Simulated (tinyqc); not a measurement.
Which input was changed? Model: strain, valley repopulation and piezoresistance in a many-valley conduction band. Computed by tinyqc, a small Python program. Command: `OMP_NUM_THREADS=1 python tinyqc.py 3011647 3011648 out.jsonl valleys which`. One thread of a shared host (Intel(R) Xeon(R) Processor @ 2.30GHz), about 0.3 s of CPU time with the checks.

Valleys are ellipsoids with mass m_l along the axis a and m_t across it, parabolic, with one constant relaxation time; strain shifts the valleys and leaves the masses alone. Currents are taken along [110], along the load, and along [1-10], across the load.

Inputs (values chosen for the exercise, for a model crystal):
```
quantity                               value    unit
longitudinal mass m_l                   1.73     m_0
transverse mass m_t                   0.0592     m_0
shear deformation potential Xi_u          18      eV
dilation deformation potential Xi_d     -3.8      eV
C11                                      116     GPa
C12                                       46     GPa
C44                                     62.2     GPa
stress X (tension positive)             -430     MPa
electron density n                   4.2e+16  1/cm^3
relaxation time tau                      310      fs
temperature T                            350       K
```

Valley axes: <111> (4 valleys). Load: uniaxial [110].

Constants: k_B = 8.617333262e-05 eV/K; m_0 = 9.1093837015e-31 kg; k_B = 1.380649e-23 J/K; hbar = 1.054571817e-34 J s; e = 1.602176634e-19 C.

Method:
- Compliances S11 = (C11 + C12)/((C11 - C12)(C11 + 2 C12)), S12 = -C12/((C11 - C12)(C11 + 2 C12)), S44 = 1/C44; stress sigma_ij = X n_i n_j for the unit vector n of the load; e_xx = S11 sigma_xx + S12 (sigma_yy + sigma_zz), e_xy = S44 sigma_xy/2 (tensor strain).
- Herring-Vogt shift of a valley with unit axis a: dE = Xi_d tr(e) + Xi_u a.e.a.
- Each of the 4 valleys holds n_v = N_v (2/sqrt(pi)) F_1/2((E_F - dE_v)/(k_B T)), N_v = 2 (m_d k_B T/(2 pi hbar^2))^(3/2), m_d = (m_l m_t^2)^(1/3); E_F solves sum n_v = n and is counted from the unstrained edge.
- F_j(eta) = int_0^infinity x^j/(1 + exp(x - eta)) dx, without a gamma-function factor. It is evaluated after integrating by parts.
- Integrals over x = E/(k_B T) use 160 Gauss-Legendre points in u = sqrt(x) from 0 to sqrt(max(eta, 0) + 32).
- Mobility tensor mu = e tau sum_v (n_v/n) [1/m_t + (1/m_l - 1/m_t) a a^T]; unstrained mu_0 = e tau (1/m_l + 2/m_t)/3; resistivity along d from the inverse tensor, rho_d = d.mu^-1.d/(n e), mobility along d = 1/(d.mu^-1.d); gauge pi_d = (rho_d/rho_0 - 1)/X.
- With eta_0 the reduced Fermi level without strain, r = F_-1/2(eta_0)/(2 F_1/2(eta_0)) (1 for a classical gas) and c = r (Xi_u/k_B T) (m_l - m_t)/(2 m_l + m_t): pi44 = -c S44/3, pi11 = pi12 = 0.

Problem. One of these inputs alone was changed, within the range given: transverse mass m_t (0.0296 to 0.1184); C11 (110 to 232); stress X (tension positive) (-860 to -215); electron density n (2.1e+16 to 8.4e+16). Which one, and to what value?

Results; columns: (1) run; (2) mobility along the first direction (cm^2/(V s)); (3) mobility along the second direction (cm^2/(V s)); (4) degeneracy factor r:
```
(1)          (2)       (3)        (4)
before  4478.315  8011.844  0.9984948
after   4194.067  8296.092  0.9984948
```

Solution.

Each candidate set to reproduce mobility along the first direction, and what it then gives:
```
candidate                              range searched  value needed  mobility along the second direction (cm^2/(V s))  degeneracy factor r
transverse mass m_t (m_0)            0.0296 to 0.1184       0.06338                                            7486.6              0.99859
C11 (GPa)                                  110 to 232     no effect                                                 -                    -
stress X (tension positive) (MPa)        -860 to -215        -533.0                                            8296.1              0.99849
electron density n (1/cm^3)        2.1e+16 to 8.4e+16  out of reach                                                 -                    -
```

Only stress X (tension positive) fits every result: it went from -430 to -533 MPa. The next best candidate, transverse mass m_t, misses one result by 9.8 %.
